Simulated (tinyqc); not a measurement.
Switching kinetics of a ferroelectric film and the memory window of a ferroelectric gate stack: one step, computed by the program tinyqc.

Fields in MV/cm; 1 microcoulomb/cm^2 over eps_0 is 11.29409 MV/cm. In the stack (metal, ferroelectric, interlayer, channel) the channel is taken as a conductor.

Task: Switched share after the pulse. Merz's law: t1 = t_inf exp[(E_a/E)^alpha] at the mean of the fields before and after switching. NLS: switched share = integral of [1 - exp(-(t/tau)^n)] F(z) dz over z = log10 tau, with the Lorentzian F = (1/pi) w/[(z - log10 t1)^2 + w^2].

Inputs (values chosen for the exercise, for a model hafnia-based film):
```
quantity                             value   unit
time constant t_inf                1.3e-11      s
activation field E_a                   8.1  MV/cm
Merz exponent alpha                      1      -
dimension n                              2      -
half width w of log10 t               0.53      -
pulse length t_p                   1.6e-07      s
breakdown field of the interlayer       15  MV/cm
```

Kinetics: nucleation-limited (NLS).

E_F before switching = 2.591796 MV/cm

E_F after switching = 1.459261 MV/cm

Give: mean field; switching time t1; switched share.

Result:

mean field = 2.026 MV/cm

switching time t1 = 7.090e-10 s

switched share = 0.9322

t_p is 230 t1. A field higher by 10 % would shorten t1 by a factor 1.4. The step approximation 1/2 + arctan[log10(t_p/t1)/w]/pi gives 0.929. Caution: the interlayer field exceeds its breakdown field, so charge injection would change the fields. Caution: the field changes much during switching, so one mean field is a crude stand-in.
